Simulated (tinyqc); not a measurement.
Offset from the accumulated charge.

Inverse problem. Layer 1 (x < 0) accumulates electrons and layer 2 (x > 0) is depleted. Boltzmann statistics. Sheet densities from the first integral: Q1 = sqrt((2 eps0 eps_r Vt N1/q)(exp(u1) - u1 - 1)) extra electrons, Q2 = sqrt((2 eps0 eps_r Vt N2/q)(exp(-u2) + u2 - 1)) missing ones, u = V/Vt; neutrality Q1 = Q2 + si. V1 + V2 = dE + Vt ln[(N2/Nc2)/(N1/Nc1)]. Find V1, V2 and dE.

Inputs (values chosen for the exercise); values of the order of III-V alloys:
```
symbol   value   unit                                      meaning
T          300      K                                  temperature
eps_r       13                relative permittivity of both layers
Nc1     5.3e17  cm^-3  density of states of the narrow-gap layer 1
Nc2     1.4e18  cm^-3    density of states of the wide-gap layer 2
N1      2.4e16  cm^-3                     donor density in layer 1
N2      4.2e16  cm^-3                     donor density in layer 2
si           0  cm^-2                fixed charge at the interface
```

Constants: q = 1.602176634e-19 C, kB = 1.380649e-23 J/K, Vt = kB T/q, eps0 = 8.8541878128e-14 F/cm where lengths are in cm. Results are converted to the units shown.

Q1 = 3.3114602e11 cm^-2

Answer. Each sheet density rises steadily with its bending, so Q1 fixes V1 and Q2 = Q1 - si fixes V2.

V1 = 0.0718 V
V2 = 0.208 V
dE = 0.290 eV

Program tinyqc, `OMP_NUM_THREADS=1 python tinyqc.py 2410023 2410024 out.jsonl`; Intel Xeon 2.30GHz, shared host, one thread, about 0.07 s.
